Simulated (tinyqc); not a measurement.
Ballistic conductance of a ribbon with a Dirac band by counting modes: two steps of the calculation.

Subband edges E_n = hbar v pi |n + al|/W for all integers n (the walls mix the two valleys, so no further valley factor enters); only conduction subbands count, the valence ones being far below Ef. Every mode transmits fully; spin gives the factor 2 in 2 q^2/h.

Values chosen for this exercise: temperature T = 300 K; Dirac velocity v = 8.1e5 m/s; offset of the transverse quantisation al = 0; Fermi energy above the Dirac point Ef = 0.204 eV; width W = 12 nm; highest subband edge listed Et = 0.307 eV.

Constants: q = 1.602176634e-19 C, kB = 1.380649e-23 J/K, hbar = 1.054571817e-34 J s, h = 6.62607015e-34 J s, Vt = kB T/q. Results are converted to the units shown.

Question 1. Subband edges and their occupation. List the edges below Et; each adds its degeneracy times f = 1/(1 + exp((E_n - Ef)/Vt)) to the thermal mode count.

Wanted: edge; degeneracy; f.

Answer 1.

edge, mode 0 to 2 (eV): [0.0000, 0.1396, 0.1396, 0.2792, 0.2792]
degeneracy, mode 0 to 2: [1, 1, 1, 1, 1]
f, mode 0 to 2: [0.9996, 0.9236, 0.9236, 0.0518, 0.0518]

Question 2. Conductance and ballistic resistance. G = (2 q^2/h) M; at zero temperature M counts the edges below Ef, at T it is the sum of degeneracy times f. The smooth (Sharvin) count is 2 Ef W/(pi hbar v). The sum runs over the edges listed.

edge, mode 0 to 2 (eV): [0.00000000, 0.13957878, 0.13957878, 0.27915757, 0.27915757]
degeneracy, mode 0 to 2: [1, 1, 1, 1, 1]
f, mode 0 to 2: [0.99962607, 0.92357371, 0.92357371, 0.05179758, 0.05179758]

Find: M at zero temperature; M at T; G; resistance 1/G; smooth count.

Answer 2.

M at zero temperature = 3
M at T = 2.950
G = 228.6 uS
resistance 1/G = 4.375 kohm
smooth count = 2.923

The smooth count is 0.92 % below M at T.

Computed by the program tinyqc: `OMP_NUM_THREADS=1 python tinyqc.py 2740102 2740103 out.jsonl`, one thread of a shared Intel Xeon 2.30GHz, about 0.06 s for the whole run.
